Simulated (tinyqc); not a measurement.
Worked calculation (part 2 of 2): UHF in the sto-6g basis, for Li, spin multiplicity 2. This run ends on a higher stationary point, not on the lowest solution. Computed by tinyqc, a small Python program that keeps every step (integrals from PySCF). Command: `OMP_NUM_THREADS=1 python tinyqc.py 22859 22860 out.jsonl` (the two numbers bound the seeds that draw the settings). One thread of a shared host (Intel(R) Xeon(R) Processor @ 2.60GHz), about 0.1 s of CPU time with the checks.

Geometry (angstrom):
```
atom       x       y       z
Li    0.0000  0.0000  0.0000
```

## Iteration 56 (converged): orbitals

converged F(alpha) (hartree), order 1Li 1s, 1Li 2s, 1Li 2px, 1Li 2py, 1Li 2pz:
$$\begin{pmatrix}
-2.3887 & -0.6315 & 0.0000 & 0.0000 & 0.0000 \\
-0.6315 & -0.1227 & 0.0000 & 0.0000 & 0.0000 \\
0.0000 & 0.0000 & 0.1662 & 0.0000 & 0.0000 \\
0.0000 & 0.0000 & 0.0000 & -0.0963 & 0.0000 \\
0.0000 & 0.0000 & 0.0000 & 0.0000 & 0.1662
\end{pmatrix}$$

converged F(beta) (hartree), order 1Li 1s, 1Li 2s, 1Li 2px, 1Li 2py, 1Li 2pz:
$$\begin{pmatrix}
-2.3820 & -0.6151 & 0.0000 & 0.0000 & 0.0000 \\
-0.6151 & -0.0573 & 0.0000 & 0.0000 & 0.0000 \\
0.0000 & 0.0000 & 0.1833 & 0.0000 & 0.0000 \\
0.0000 & 0.0000 & 0.0000 & 0.2170 & 0.0000 \\
0.0000 & 0.0000 & 0.0000 & 0.0000 & 0.1833
\end{pmatrix}$$

X, order 1Li 1s, 1Li 2s, 1Li 2px, 1Li 2py, 1Li 2pz:
$$\begin{pmatrix}
1.0217 & -0.1222 & 0.0000 & 0.0000 & 0.0000 \\
-0.1222 & 1.0217 & 0.0000 & 0.0000 & 0.0000 \\
0.0000 & 0.0000 & 1.0000 & 0.0000 & 0.0000 \\
0.0000 & 0.0000 & 0.0000 & 1.0000 & 0.0000 \\
0.0000 & 0.0000 & 0.0000 & 0.0000 & 1.0000
\end{pmatrix}$$

Diagonalise F' = X^T F X, C = X C', fill 2 alpha and 1 beta electrons from the bottom; D(s) = C_occ C_occ^T. Each column has its largest component positive (the first on a tie).

F' = X^T F X (alpha) (hartree):
$$\begin{pmatrix}
-2.3378 & -0.3552 & 0.0000 & 0.0000 & 0.0000 \\
-0.3552 & -0.0061 & 0.0000 & 0.0000 & 0.0000 \\
0.0000 & 0.0000 & 0.1662 & 0.0000 & 0.0000 \\
0.0000 & 0.0000 & 0.0000 & -0.0963 & 0.0000 \\
0.0000 & 0.0000 & 0.0000 & 0.0000 & 0.1662
\end{pmatrix}$$

orbital energies (alpha) (hartree): MO1 -2.3907, MO2 -0.0963, MO3 0.0468, MO4 0.1662, MO5 0.1662

coefficients C (alpha), order 1Li 1s, 1Li 2s, 1Li 2px, 1Li 2py, 1Li 2pz:
$$\begin{pmatrix}
0.9926 & 0.0000 & -0.2714 & 0.0000 & 0.0000 \\
0.0297 & 0.0000 & 1.0286 & 0.0000 & 0.0000 \\
0.0000 & 0.0000 & 0.0000 & 0.0000 & 1.0000 \\
0.0000 & 1.0000 & 0.0000 & 0.0000 & 0.0000 \\
0.0000 & 0.0000 & 0.0000 & 1.0000 & 0.0000
\end{pmatrix}$$

F' = X^T F X (beta) (hartree):
$$\begin{pmatrix}
-2.3339 & -0.3468 & 0.0000 & 0.0000 & 0.0000 \\
-0.3468 & 0.0582 & 0.0000 & 0.0000 & 0.0000 \\
0.0000 & 0.0000 & 0.1833 & 0.0000 & 0.0000 \\
0.0000 & 0.0000 & 0.0000 & 0.2170 & 0.0000 \\
0.0000 & 0.0000 & 0.0000 & 0.0000 & 0.1833
\end{pmatrix}$$

orbital energies (beta) (hartree): MO1 -2.3832, MO2 0.1075, MO3 0.1833, MO4 0.1833, MO5 0.2170

coefficients C (beta), order 1Li 1s, 1Li 2s, 1Li 2px, 1Li 2py, 1Li 2pz:
$$\begin{pmatrix}
0.9944 & -0.2646 & 0.0000 & 0.0000 & 0.0000 \\
0.0228 & 1.0287 & 0.0000 & 0.0000 & 0.0000 \\
0.0000 & 0.0000 & 0.0000 & 1.0000 & 0.0000 \\
0.0000 & 0.0000 & 0.0000 & 0.0000 & 1.0000 \\
0.0000 & 0.0000 & 1.0000 & 0.0000 & 0.0000
\end{pmatrix}$$

D(alpha) after iteration 56, order 1Li 1s, 1Li 2s, 1Li 2px, 1Li 2py, 1Li 2pz:
$$\begin{pmatrix}
0.9852 & 0.0295 & 0.0000 & 0.0000 & 0.0000 \\
0.0295 & 0.0009 & 0.0000 & 0.0000 & 0.0000 \\
0.0000 & 0.0000 & 0.0000 & 0.0000 & 0.0000 \\
0.0000 & 0.0000 & 0.0000 & 1.0000 & 0.0000 \\
0.0000 & 0.0000 & 0.0000 & 0.0000 & 0.0000
\end{pmatrix}$$

D(beta) after iteration 56, order 1Li 1s, 1Li 2s, 1Li 2px, 1Li 2py, 1Li 2pz:
$$\begin{pmatrix}
0.9888 & 0.0226 & 0.0000 & 0.0000 & 0.0000 \\
0.0226 & 0.0005 & 0.0000 & 0.0000 & 0.0000 \\
0.0000 & 0.0000 & 0.0000 & 0.0000 & 0.0000 \\
0.0000 & 0.0000 & 0.0000 & 0.0000 & 0.0000 \\
0.0000 & 0.0000 & 0.0000 & 0.0000 & 0.0000
\end{pmatrix}$$

Within a degenerate level the vectors are fixed only up to a rotation; this is one choice.

## Convergence

Stop when the energy changes by less than 1e-08 hartree and every element of the error matrix X^T (F D S - S D F) X (for each spin) is below 3e-05.

Course of the cycle:
```
iteration  E (hartree)     change  largest element of the error matrix
1            -1.784956          -                               0.0000
2            -3.533144  -1.75e+00                             1.03e-02
3            -4.709946  -1.18e+00                             2.97e-02
4            -5.510876  -8.01e-01                             4.78e-02
5            -6.060771  -5.50e-01                             5.99e-02
6            -6.440580  -3.80e-01                             6.77e-02
7            -6.703839  -2.63e-01                             7.41e-02
8            -6.831413  -1.28e-01                             1.05e-01
9            -6.970063  -1.39e-01                             9.41e-02
10           -7.069529  -9.95e-02                             9.12e-02
11           -7.142064  -7.25e-02                             6.31e-02
12           -7.193786  -5.17e-02                             4.42e-02
13           -7.230443  -3.67e-02                             3.09e-02
14           -7.256325  -2.59e-02                             2.16e-02
...                ...        ...                                  ...
43           -7.317429  -8.50e-07                             6.95e-07
44           -7.317429  -5.95e-07                             4.86e-07
45           -7.317430  -4.17e-07                             3.40e-07
46           -7.317430  -2.92e-07                             2.38e-07
47           -7.317430  -2.04e-07                             1.67e-07
48           -7.317431  -1.43e-07                             1.17e-07
49           -7.317431  -1.00e-07                             8.17e-08
50           -7.317431  -7.00e-08                             5.72e-08
51           -7.317431  -4.90e-08                             4.01e-08
52           -7.317431  -3.43e-08                             2.80e-08
53           -7.317431  -2.40e-08                             1.96e-08
54           -7.317431  -1.68e-08                             1.37e-08
55           -7.317431  -1.18e-08                             9.62e-09
56           -7.317431  -8.24e-09                             6.73e-09
```

PySCF UHF in the same basis, after a stability check = -7.399931 hartree

Converged in 56 iterations. But the solution lies 0.08250 hartree above the reference: it is another stationary point, not the lowest one. Reruns (cap 100 unless said): DIIS 8: converged in 12 to a higher stationary point; damping 0.5: converged in 30 to a higher stationary point; level shift 0.5: converged in 9 to a higher stationary point; atomic densities as start, DIIS 8: converged in 5.

## Populations

overlap S, order 1Li 1s, 1Li 2s, 1Li 2px, 1Li 2py, 1Li 2pz:
$$\begin{pmatrix}
1.0000 & 0.2357 & 0.0000 & 0.0000 & 0.0000 \\
0.2357 & 1.0000 & 0.0000 & 0.0000 & 0.0000 \\
0.0000 & 0.0000 & 1.0000 & 0.0000 & 0.0000 \\
0.0000 & 0.0000 & 0.0000 & 1.0000 & 0.0000 \\
0.0000 & 0.0000 & 0.0000 & 0.0000 & 1.0000
\end{pmatrix}$$

Mulliken: Z minus the diagonal of D S on the atom; Loewdin: the same with S^(1/2) D S^(1/2).

Charges (e):
```
atom  Mulliken  Loewdin  Mulliken spin
1Li     0.0000   0.0000         1.0000
```

<S^2> of the determinant (pure state: 0.75) = 0.7500
